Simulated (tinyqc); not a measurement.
Trench capacitor in an array: capacitance, non-linearity, leakage and relaxation: cell against the aspect ratio.

A film between two metal electrodes, each interface adding a series capacitance ci. The small-signal permittivity is ek (1 + aq E^2); the field is found with the linear permittivity. Leakage J = J0 sinh(E/Ef). After a voltage step the film passes a relaxation current kr C V tt^(-nr), tt being the time in seconds. The sidewall is a coaxial capacitor with radii a = dm/2 - t and b = dm/2, depth AR dm; the end face is left out.

Per length 1/c = ln(b/a)/(2 pi eps0 ek) + (1/a + 1/b)/(2 pi ci); cell capacitance c AR dm; per footprint over pt^2; fields c V/(2 pi eps0 ek r) at r = a and b; resistance of the inner electrode rho AR dm/(pi a^2); time constant R C/3 of the distributed line.

Inputs (values chosen for the exercise); permittivity of the order of that of zirconium oxide: relative permittivity of the film ek = 33.3; film thickness t = 14 nm; capacitance of each electrode interface (dead layer and screening) ci = 47 uF/cm^2; bias V = 0.8 V; diameter of the hole dm = 94 nm; pitch of the square array pt = 180 nm; resistivity of the inner electrode rho = 290 uohm cm.

Constants: eps0 = 8.8541878128e-14 F/cm where lengths are in cm. Results are converted to the units shown.

The same in every row: field at a (MV/cm) = 0.6280; field at b (MV/cm) = 0.4410.

Result of one run:
```
cell capacitance (fF)  per footprint (uF/cm^2)  R (kohm)  R C/3 (ps)
45.11                                    139.2     7.968       119.8
```

Which aspect ratio, depth over diameter AR gave this result: 10, 20, 30 or 100?

AR = 100.

The whole series:
```
AR   cell capacitance (fF)  per footprint (uF/cm^2)  R (kohm)  R C/3 (ps)
5                    2.256                    6.962    0.3984      0.2996
10                   4.511                    13.92    0.7968       1.198
20                   9.023                    27.85     1.594       4.793
30                   13.53                    41.77     2.390       10.78
50                   22.56                    69.62     3.984       29.96
70                   31.58                    97.47     5.578       58.71
100                  45.11                    139.2     7.968       119.8
```

As AR goes from 5 to 100, the cell capacitance rises from 2.26 to 45.1 fF, the capacitance per footprint rises from 6.96 to 139 uF/cm^2, the ratio of the two fields stays at 1.42 and R C/3 rises from 0.300 to 120 ps; the time constant goes as AR^(2.00) between the first two rows and AR^(2.00) between the last two.

Program tinyqc, `OMP_NUM_THREADS=1 python tinyqc.py 2102154 2102155 out.jsonl`; Intel Xeon 2.30GHz, shared host, one thread, about 0.01 s.
